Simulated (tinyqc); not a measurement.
Decay of LO phonons and the hot-phonon bottleneck in the cooling of electrons: one step, computed by the program tinyqc.

n(E, T) = 1/(exp(E/(k_B T)) - 1) is the Bose occupation. Electrons have a temperature T_e; the LO modes within their reach share one occupation N; the decay products stay at the lattice temperature.

Task: Electron and phonon temperatures in closed form. Net emission per electron: [(N + 1) x - N]/tau_sp with x = exp(-hbar omega/(k_B T_e)), a simple two-level balance; steady state of the modes: n [(N + 1) x - N]/tau_sp = N_m (N - N_0)/tau; power per electron P = hbar omega [(N + 1) x - N]/tau_sp. With p = P tau_sp/(hbar omega): N = N_0 + r p and x = (p + N)/(N + 1); without hot phonons N = N_0. The mode temperature T_LO solves n(hbar omega, T_LO) = N.

Inputs (values chosen for the exercise, modelled on indium phosphide): LO energy hbar omega = 44 meV; lattice temperature T = 300 K; power supplied per electron P = 0.9 nW.

Decay channel: two unequal phonons (Ridley).

emission time tau_sp = 70.44992 fs

equilibrium LO occupation N_0 = 0.2229712

bottleneck ratio r = 0.08536501

Constants: e = 1.602176634e-19 C; k_B = 8.617333262e-05 eV/K.

Give: reduced power p; LO occupation N; electron temperature T_e; T_e without hot phonons; mode temperature T_LO.

Result:

reduced power p = 0.008994

LO occupation N = 0.2237

electron temperature T_e = 307.6 K

T_e without hot phonons = 307.1 K

mode temperature T_LO = 300.5 K
